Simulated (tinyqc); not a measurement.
# Floating body of a partially depleted SOI transistor: body voltage and kink: effects of single changes

Source at 0 V. Channel current Ic = 2 nf K Vt^2 [F(0) - F(Vd)](1 + la Vd), F(V) = ln^2(1 + exp((Vg - VT - nf V)/(2 nf Vt))), VT = VT0 - gb Vb. Saturation voltage Vs = 2 Vt sqrt(F(0)) + 3 Vt, excess Ve = (Vd - Vs + sqrt((Vd - Vs)^2 + 0.0004 V^2))/2, multiplication M1 = Ai Ve exp(-Bl/Ve). Each junction passes D(v) = J1 (exp(v/Vt) - 1) + J2 (exp(v/(2 Vt)) - 1). Bipolar current Ib = bb J1 (exp(Vb/Vt) - 1). The body settles where M1 (Ic + Ib) = D(Vb) + D(Vb - Vd) + Vb/Rb; drain current Id = (1 + M1)(Ic + Ib) - D(Vb - Vd).

Values chosen for this exercise; values of the order met in partially depleted silicon-on-insulator transistors:
```
symbol   value         unit                                                                                            meaning
T          358            K                                                                                        temperature
VT0       0.43            V                                                                     threshold at zero body voltage
gb         0.3                                                                  fall of the threshold per volt of body voltage
nf        1.46                                                                                                    slope factor
K          200  uA/(V^2 um)                                                                              gain factor per width
la        0.06          1/V                                                                   channel-length modulation factor
Ai        1.61          1/V                                                                        impact-ionisation prefactor
Bl         7.8            V                                                                          impact-ionisation voltage
J1       2e-11        uA/um                                                      diffusion saturation current of each junction
J2      1.1e-7        uA/um                                                  recombination saturation current of each junction
bb         0.5                                                 gain of the lateral bipolar transistor on the diffusion current
Rb         1e9      kohm um  resistance of a weak body tie to the source (1e9 stands for no tie, and the term is then dropped)
Vg        0.35            V                                                                                       gate voltage
Vd         1.3            V                                                                                      drain voltage
```

Constants: q = 1.602176634e-19 C, kB = 1.380649e-23 J/K, Vt = kB T/q. Results are converted to the units shown.

Each table varies one quantity; the others keep the values above.

## Output curve and kink

Rows with more than one solution for Vb (latch) are left out; dId/dVd by a forward difference over 1e-4 V, swing = 1e-4 V over the change of log10 Id; M1 under 1e-12 is printed as 0.

Output curve and kink:
```
Vd (V)  Vb (V)        M1  Id, floating (uA/um)  Id, grounded (uA/um)  ratio  dId/dVd, floating (uS/um)  dId/dVd, grounded (uS/um)
0.8     0.1804  1.004e-5                0.1825               0.06918  2.638                      1.194                   0.003976
1       0.3940  1.422e-4                0.5068               0.06998  7.242                      1.794                   0.004128
1.2     0.5103  8.874e-4                0.8291               0.07085  11.70                      1.387                   0.004675
1.4     0.5741  0.003394                 1.072               0.07190  14.91                      1.078                   0.005872
1.6     0.6161  0.009364                 1.272               0.07325  17.36                     0.9409                   0.007837
1.8     0.6469   0.02070                 1.455               0.07508  19.38                     0.9079                    0.01056
2       0.6711   0.03919                 1.640               0.07752  21.16                     0.9527                    0.01393
2.2     0.6909   0.06628                 1.841               0.08069  22.81                      1.065                    0.01784
```

What does the comparison show?

Vb rises from 0.180 to 0.691 V and the ratio of the currents rises from 2.64 to 22.8. The output conductance with a floating body exceeds the grounded value by the largest factor among the rows, 435, at Vd = 1 V, where Vb = 0.394 V and M1 = 1.42e-4.

## Transfer curve and swing

Same model as above.

Transfer curve and swing:
columns A: Vg (V); B: Vb (V); C: M1; D: Id, floating (uA/um); E: Id, grounded (uA/um); F: ratio; G: swing, floating (mV/decade); H: swing, grounded (mV/decade)
```
A            B         C         D         E      F      G      H
-0.02  0.07198  0.003034  4.420e-5  2.746e-5  1.610  88.31  104.5
0.08    0.2052  0.002998  9.558e-4  2.486e-4  3.845  66.72  104.8
0.18    0.3951  0.002809   0.02623  0.002197  11.93  77.83  106.9
0.28    0.5074  0.002304    0.2991   0.01804  16.58  118.6  113.0
0.38    0.5569  0.001615     1.425    0.1236  11.53  186.0  129.0
0.48    0.5771  0.001002     3.924    0.6109  6.424  278.5  164.8
0.58    0.5820  5.695e-4     7.903     2.028  3.897  387.5  226.9
0.68    0.5775  2.989e-4     13.28     4.822  2.754  505.9  312.7
0.78    0.5655  1.441e-4     19.96     9.144  2.183  630.1  413.7
```

Vb goes from 0.0720 through a maximum of 0.582 (at Vg = 0.58 V among the rows listed) to 0.565 V. The smallest swing among the rows is 66.7 mV a decade with a floating body (at Vg = 0.08 V) and 104 with a grounded one; Vt ln 10 = 71.0. The floating swing is smaller by more than 3 % for Vg = -0.02, 0.08, 0.18 V, where the rising Vb lowers the threshold as Vg rises. In the first row the floating body raises the current by a factor of 1.61.

Range of the model: The multiplication law is an empirical form chosen for the exercise; self-heating and capacitive coupling to the body are left out, and the linear laws are rough once Vb passes about 0.7 V or M1 about 0.1.

Computed by the program tinyqc: `OMP_NUM_THREADS=1 python tinyqc.py 2182077 2182078 out.jsonl`, one thread of a shared Intel Xeon 2.30GHz, about 0.2 s for the whole run.
